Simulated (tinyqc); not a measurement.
Capillary instabilities by surface diffusion: grooving and agglomeration of films, edge retraction, wire break-up and smoothing of roughness: one step, computed by the program tinyqc. Command: `OMP_NUM_THREADS=1 python tinyqc.py 3029827 3029828 out.jsonl dewet walk`. One thread of a shared host (Intel(R) Xeon(R) Processor @ 2.30GHz), about 0.01 s of CPU time with the checks.

Isotropic surface energy; shapes change by surface diffusion alone.

Question. Will grooves cut through? Groove angle beta: sin(beta) = gamma_b/(2 gamma). For circular grains of radius R with spherical caps the groove ends (measured from the mean surface) at the depth R g(beta), g = (2 - 3 cos beta + cos^3 beta)/(3 sin^3 beta). The film parts if R [g(beta_s) + g(beta_i)] > h.

Inputs (values chosen for the exercise, for a model film):

| quantity | value | unit |
|---|---|---|
| surface energy gamma_s | 1.35 | J/m^2 |
| grain-boundary energy gamma_b | 0.6 | J/m^2 |
| interface energy gamma_i | 0.63 | J/m^2 |
| film thickness h | 6.9 | nm |
| grain radius R | 86 | nm |

Grooves: at the surface and the interface.

Give: beta_s; beta_i; sum of g; critical R/h; final depth over h.

Answer.

beta_s = 12.840 degrees

beta_i = 28.437 degrees

sum of g = 0.18590

critical R/h = 5.3793

final depth over h = 2.3170

Given enough time, the grooves reach through: holes open at boundaries and, earlier, at triple junctions.
